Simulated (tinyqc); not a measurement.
Inside a calculation. Model: lossy on-chip transmission line with skin effect.

Program tinyqc, `OMP_NUM_THREADS=1 python tinyqc.py 2810166 2810167 out.jsonl`; Intel Xeon 2.30GHz, shared host, one thread, about 0.01 s. Printed values are rounded.

A uniform line in a homogeneous dielectric: c = sqrt(er)/(c0 Z0), l = Z0 sqrt(er)/c0 (c0 = 299792458 m/s), g = w c td, w = 2 pi f. The resistance joins its limits as r = sqrt(r_dc^2 + r_hf^2), with r_dc = rho/(wd th), r_hf = kr rho/(2 delta (wd + th)), delta = sqrt(rho/(pi f mu0)), mu0 = 4 pi 1e-7 H/m; this is an interpolation, and internal inductance, up to 0.05 nH/mm at low frequency, is neglected.

Values chosen for this exercise:
- wd = 5.7 um (width of the strip)
- th = 2.3 um (thickness of the strip)
- rho = 2 uohm cm (resistivity)
- er = 4.2 (relative permittivity)
- td = 0.01 (loss tangent)
- Z0 = 45 ohm (lossless impedance sqrt(l/c))
- kr = 1.2 (factor for crowding and the return path)
- len = 3.2 mm (length)
- Rg = 100 ohm (source resistance)
- RL = 1e5 ohm (load resistance)
- CL = 300 fF (load capacitance)
- f = 1.9 GHz (frequency)

## Line constants

delta, r_dc, r_hf, r, l, c and g as defined.

delta = 1.63290 um
r_dc = 1.52555 ohm/mm
r_hf = 0.918614 ohm/mm
r = 1.78078 ohm/mm
l = 0.307621 nH/mm
c = 151.912 pF/m
g = 0.0181353 S/m

r is 1.17 times r_dc; the skin depth is 0.710 of the thickness.

## Propagation constant and impedance

gamma = sqrt((r + i w l)(g + i w c)) = alpha + i beta, Zc = sqrt((r + i w l)/(g + i w c)), roots with positive real part; loss 8.685889638 alpha in dB; phase velocity w/beta.

gamma len = 0.062966+0.268016i
Zc = 46.2873-10.3872i ohm
loss = 0.170912 dB/mm
phase velocity over c0 = 0.475447
r/(w l) = 0.484908

r is below w l; the low-loss estimate 8.686 (r/(2 Z0) + g Z0/2) gives 0.175 dB/mm.

## Reflection, input impedance and transfer

ZL = 1/(1/RL + i w CL); reflection (ZL - Zc)/(ZL + Zc); Zin = Zc (ZL + Zc tanh(gamma len))/(Zc + ZL tanh(gamma len)); H = V_load/V_source = [Zin/(Zin + Rg)]/[cosh(gamma len) + (Zc/ZL) sinh(gamma len)].

ZL = 0.780-279.217i ohm
reflection at the load = 0.879498-0.300074i
Zin = 3.720-100.518i ohm
H = 0.522321-0.541917i
|H| = -2.46805 dB
